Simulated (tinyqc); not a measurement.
Inside a calculation. Model: disorder broadening of a semi-elliptic band in the self-consistent Born approximation.

Computed by the program tinyqc: `OMP_NUM_THREADS=1 python tinyqc.py 2720103 2720104 out.jsonl`, one thread of a shared Intel Xeon 2.30GHz, about 0.01 s for the whole run. Printed values are rounded.

The local Green function is G = g0(z - Sigma) with z = E + i eta and g0(z) = (z - sqrt(z - 2t) sqrt(z + 2t))/(2 t^2), principal roots; the self-energy is Sigma = D G. The density of states is -Im G/pi.

Parameters, values chosen for the exercise:
- t = 1 eV (hopping)
- D = 0.99 eV^2 (variance of the random site energy)
- eta = 0.01 eV (bare broadening)
- E = -0.941 eV (energy from the band centre)
- mix = 0.3 (mixing)

Constants: q = 1.602176634e-19 C, hbar = 1.054571817e-34 J s. Results are converted to the units shown.

Range of the model: The self-consistent Born approximation misses band tails from rare fluctuations and localisation.

## Iteration 1: Born step

Sigma at the start = 0.00000+0.00000i eV

G = g0(z - Sigma), Sigma(out) = D G, Sigma(new) = Sigma + mix (Sigma(out) - Sigma).

G = -0.467834-0.877418i 1/eV
Sigma(out) = -0.463156-0.868644i eV
Sigma after iteration 1 = -0.138947-0.260593i eV

Sigma(out) of this first step, from Sigma = 0, is the plain (first) Born approximation.

## Iteration 2: Born step

As before.

G = -0.342550-0.792552i 1/eV
Sigma(out) = -0.339124-0.784626i eV
Sigma after iteration 2 = -0.199000-0.417803i eV

## Iteration 3: Born step

As before.

G = -0.288038-0.742652i 1/eV
Sigma(out) = -0.285158-0.735226i eV
Sigma after iteration 3 = -0.224847-0.513030i eV

## Course of the iteration

Stop when |Sigma(out) - Sigma| is below 1e-10 eV, or after 300 iterations; the start is Sigma = 0.

Course of the iteration:
```
iteration	Re Sigma (eV)	Im Sigma (eV)	|Sigma(out) - Sigma| (eV)
1	-0.138947	-0.260593	0.984
2	-0.199000	-0.417803	0.561
3	-0.224847	-0.513030	0.329
4	-0.235199	-0.570841	0.196
5	-0.238554	-0.605939	0.118
6	-0.238905	-0.627213	0.0709
7	-0.238124	-0.640068	0.0429
8	-0.237057	-0.647806	0.0260
9	-0.236054	-0.652442	0.0158
...	...	...	...
39	-0.233188	-0.659126	5.28e-9
40	-0.233188	-0.659126	3.21e-9
41	-0.233188	-0.659126	1.95e-9
42	-0.233188	-0.659126	1.19e-9
43	-0.233188	-0.659126	7.23e-10
44	-0.233188	-0.659126	4.40e-10
45	-0.233188	-0.659126	2.67e-10
46	-0.233188	-0.659126	1.63e-10
47	-0.233188	-0.659126	9.90e-11
```

Converged in 47 iterations. At the solution d Sigma(out)/d Sigma = -0.311+0.153i, so the error shrinks by |1 - mix + mix times that| = 0.608 a step.

## Density of states and lifetime

converged Sigma = -0.233188-0.659126i eV

G = Sigma/D, density of states -Im G/pi, lifetime hbar/(2 |Im Sigma|); without disorder the density of states is -Im g0(z)/pi. Closed form: G = (z - sqrt(z^2 - 4 (t^2 + D)))/(2 (t^2 + D)) with the root that gives Im G < 0; for eta -> 0 a semi-ellipse of half-width 2 sqrt(t^2 + D).

density of states = 0.211925 1/eV
lifetime = 0.499307 fs
density of states without disorder = 0.279291 1/eV

Disorder makes the density of states at this energy 24 % below the clean value.
